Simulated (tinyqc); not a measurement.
## Line constants from open and short measurements

Question. A uniform line of length len, under a quarter wavelength, has Z_open = Zc coth(gamma len) and Z_short = Zc tanh(gamma len); gamma Zc = r + i w l and gamma/Zc = g + i w c, w = 2 pi f. Find r, l and c.

Values chosen for this exercise:
- len = 3.1 mm (length)
- f = 1.1 GHz (frequency)

Zin with the far end open = 15.45876-297.45560i ohm
Zin with the far end shorted = 37.674142+3.795798i ohm

Solution. The product of the two impedances is Zc^2 and their ratio tanh^2(gamma len); the principal branch holds below a quarter wavelength.

r = 12.0 ohm/mm
l = 0.250 nH/mm
c = 156 pF/m

Computed by the program tinyqc: `OMP_NUM_THREADS=1 python tinyqc.py 2810211 2810212 out.jsonl`, one thread of a shared Intel Xeon 2.30GHz, about 0.01 s for the whole run.
